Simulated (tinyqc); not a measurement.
# Lossy on-chip transmission line with skin effect: two studies

A uniform line in a homogeneous dielectric: c = sqrt(er)/(c0 Z0), l = Z0 sqrt(er)/c0 (c0 = 299792458 m/s), g = w c td, w = 2 pi f. The resistance joins its limits as r = sqrt(r_dc^2 + r_hf^2), with r_dc = rho/(wd th), r_hf = kr rho/(2 delta (wd + th)), delta = sqrt(rho/(pi f mu0)), mu0 = 4 pi 1e-7 H/m; this is an interpolation, and internal inductance, up to 0.05 nH/mm at low frequency, is neglected.

Inputs (values chosen for the exercise):
- wd = 1.1 um (width of the strip)
- th = 1.1 um (thickness of the strip)
- rho = 2 uohm cm (resistivity)
- er = 2.7 (relative permittivity)
- td = 0.01 (loss tangent)
- Z0 = 60 ohm (lossless impedance sqrt(l/c))
- kr = 1.5 (factor for crowding and the return path)
- len = 1.2 mm (length)
- Rg = 25 ohm (source resistance)
- RL = 1e5 ohm (load resistance)
- CL = 300 fF (load capacitance)
- f = 5.7 GHz (frequency)

Each table varies one quantity; the others keep the values above.

## Line properties against frequency

gamma = sqrt((r + i w l)(g + i w c)) = alpha + i beta, Zc = sqrt((r + i w l)/(g + i w c)), roots with positive real part; loss 8.685889638 alpha in dB; phase velocity w/beta. ZL = 1/(1/RL + i w CL); reflection (ZL - Zc)/(ZL + Zc); Zin = Zc (ZL + Zc tanh(gamma len))/(Zc + ZL tanh(gamma len)); H = V_load/V_source = [Zin/(Zin + Rg)]/[cosh(gamma len) + (Zc/ZL) sinh(gamma len)].

Line properties against frequency:
```
f (GHz)	r (ohm/mm)	r/(w l)	loss (dB/mm)	|Zc| (ohm)	phase velocity over c0	length in wavelengths	|H| (dB)
0.01	16.53	800.1	0.06009	1697	0.03056	0.001310	-0.003915
0.03	16.54	266.8	0.1040	980.0	0.05286	0.002272	-0.003956
0.09	16.55	89.02	0.1795	566.1	0.09116	0.003952	-0.004078
0.3	16.61	26.80	0.3241	310.7	0.1640	0.007323	-0.004477
0.8	16.75	10.13	0.5156	191.4	0.2585	0.01239	-0.005454
2	17.08	4.132	0.7676	123.7	0.3771	0.02123	-0.01158
7	18.37	1.270	1.174	76.28	0.5334	0.05253	-0.4050
20	21.37	0.5171	1.531	63.66	0.5910	0.1355	-6.916
60	28.70	0.2315	2.154	60.79	0.6049	0.3970	-16.55
```

Read the table: what changes, and by how much?

r equals w l at 9.15 GHz: below it |Zc| and the delay grow as in an RC line, above it |Zc| tends to Z0 = 60 ohm and the velocity to 1/sqrt(er) = 0.609 c0. The loss goes as f^(0.50) between the first two rows and f^(0.31) between the last two. |H| is -0.00391 dB in the first row and -16.5 dB in the last; between rows it can pass through resonances that the table doesn't show.

## Effect of the width of the strip

Same model as above.

Z0 is held fixed by scaling the dielectric height.

Effect of the width of the strip:
```
wd (um)	r (ohm/mm)	r/(w l)	loss (dB/mm)	|Zc| (ohm)	phase velocity over c0	length in wavelengths	|H| (dB)
0.28	65.951	5.5995	2.6261	143.10	0.33419	0.068271	-3.7069
0.43	43.543	3.6970	2.0414	117.42	0.39312	0.058038	-2.0967
0.68	28.193	2.3937	1.5337	96.636	0.45549	0.050091	-0.94626
1.1	18.042	1.5318	1.1081	81.150	0.51305	0.044471	-0.20351
1.7	12.111	1.0283	0.80399	71.857	0.55278	0.041274	0.20639
2.7	7.9296	0.67326	0.55553	65.876	0.58041	0.039310	0.47778
4.2	5.2681	0.44729	0.38126	62.797	0.59518	0.038334	0.64074
6.6	3.4437	0.29238	0.25531	61.242	0.60273	0.037854	0.74731
```

Read the table: what changes, and by how much?

As wd goes from 0.28 to 6.6, the loss falls from 2.63 to 0.255 dB/mm, |Zc| falls from 143 to 61.2 ohm and |H| goes from -3.71 to 0.747 dB, with its highest value among the rows, 0.747 dB, at wd = 6.6.

Numbers from tinyqc (`OMP_NUM_THREADS=1 python tinyqc.py 2810203 2810204 out.jsonl`; about 0.01 s on one thread of a shared Intel Xeon 2.30GHz).
